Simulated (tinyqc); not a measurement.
# Gain factor and gap resistance from two string resistances

Question. At small bit-line voltage each of the 64 cells has the resistance 1/(K x) at overdrive x (no mobility reduction) in series with a gap resistance Rg. Find K, Rg and the share of the gaps at the higher overdrive.

resistance of a string of 64 equal cells at overdrives of 3.7 and 7.2 V (kohm): 1421.9532  861.39259

Solution. The resistance per cell is a straight line in 1/x with slope 1/K and intercept Rg.

K = 15.0 uA/V^2
Rg = 4.20 kohm
share of the gaps = 31.2 %

Program tinyqc, `OMP_NUM_THREADS=1 python tinyqc.py 2142029 2142030 out.jsonl`; Intel Xeon 2.30GHz, shared host, one thread, about 0.4 s.
